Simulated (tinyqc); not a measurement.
Liquidus of a compound AB in a simple-solution melt, liquid-phase epitaxy and vapour pressures. Changing the interaction slope b. Computed by tinyqc, a small Python program. Command: `OMP_NUM_THREADS=1 python tinyqc.py 3002196 3002197 out.jsonl liq35 sweep`. One thread of a shared host (Intel(R) Xeon(R) Processor @ 2.30GHz), about 0.02 s of CPU time with the checks.

x is the atom fraction of B in the melt. The melt is a simple solution: R T ln gamma_B = W (1 - x)^2, R T ln gamma_A = W x^2, W = a + b T. The solid AB is stoichiometric.

Inputs (values chosen for the exercise, for a model compound): melting point T_F = 1322 K; entropy of fusion S_F = 51.6 J/(mol K); interaction a = 14.9 kJ/mol; saturation temperature T = 1075 K; heat of evaporation of A = 237 kJ/mol; entropy of evaporation of A = 111 J/(mol K); heat of evaporation of B as (1/2) B2 = 91.8 kJ/mol; entropy of evaporation of B as (1/2) B2 = 67.2 J/(mol K).

Constants: R = 8.314462618 J/(mol K).

Method:
- Liquidus (Vieland): f(x) = R T ln[4 x (1 - x)] + 2 W (1/2 - x)^2 + S_F (T_F - T) = 0.
- Newton steps with f' = (1 - 2x)[R T/(x (1 - x)) - 2 W], from the dilute estimate x = (1/4) exp[-(S_F (T_F - T) + W/2)/(R T)]; stop below 1e-13; f under 1e-6 shown as 0.
- Over the A-rich liquidus: p_A = gamma_A (1 - x) exp(S_A/R - H_A/(R T)), p_B2 = [gamma_B x exp(S_B/R - H_B/(R T))]^2, in bar. Free evaporation is congruent while the A flux over this liquidus is at least the B flux; with A and B2 taken as equal in mass for the estimate, T_c solves p_A = 2 p_B2.

One run for each value:
```
interaction slope b (J/(mol K))  solubility x  W (kJ/mol)  congruent temperature T_c (K)  log10 p_B2
-26.90                                0.10891    -14.0175                         824.21     -4.9083
-24.00                                0.09871    -10.9000                         797.26     -4.7725
-21.10                                0.08850     -7.7825                         771.63     -4.6352
-18.20                                0.07847     -4.6650                         747.39     -4.4964
-15.40                                0.06912     -1.6550                         725.27     -4.3609
-12.50                                0.05998      1.4625                         703.63     -4.2192
-9.60                                 0.05154      4.5800                         683.22     -4.0762
-6.72                                 0.04396      7.6760                         664.07     -3.9329
```

Over the rows, solubility x falls from 0.109 to 0.0440; W (kJ/mol) rises from -14.0 to 7.68; congruent temperature T_c (K) falls from 824 to 664.

Extremes, crossings and ranges named in words are read from the listed rows.
